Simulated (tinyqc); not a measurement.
X-ray photoelectron analysis of a thin oxide on a semiconductor: attenuation lengths, thickness, angle series and band offsets: one step, computed by the program tinyqc.

The same element is seen in the oxide and in the substrate, at nearly the same kinetic energy; films are flat and uniform, and the work function is ignored.

Problem. Peak ratio. R_0 = (rho_o/M_o) L_o/((rho_s/M_s) L_s); peak ratio R = I_ox/I_sub = R_0 [exp(d/(L_o cos theta)) - 1]; hence d = L_o cos theta ln(1 + R/R_0). A carbon layer weakens both peaks alike, by exp(-d_C/(L_o cos theta)) if its L is taken equal to L_o. This R_0 leaves out intrinsic losses from the substrate peak, so calibrated values can be larger.

Inputs (values chosen for the exercise, modelled on SiO2 on silicon): oxide density = 2.21 g/cm^3; oxide formula mass = 60.08 g/mol; substrate density = 2.33 g/cm^3; substrate formula mass = 28.09 g/mol; oxide thickness d = 4 nm; emission angle from the normal = 0 degrees; carbon overlayer = 0.69 nm.

L in the oxide = 3.619612 nm

L in the substrate = 2.873477 nm

Give: R_0; d/(L_o cos theta); ratio R; oxide share of the counts; attenuation by carbon; depth 3 L_o cos theta.

Solution.

R_0 = 0.55861

d/(L_o cos theta) = 1.1051

ratio R = 1.1281

oxide share of the counts = 0.53010

attenuation by carbon = 0.82644

depth 3 L_o cos theta = 10.859 nm
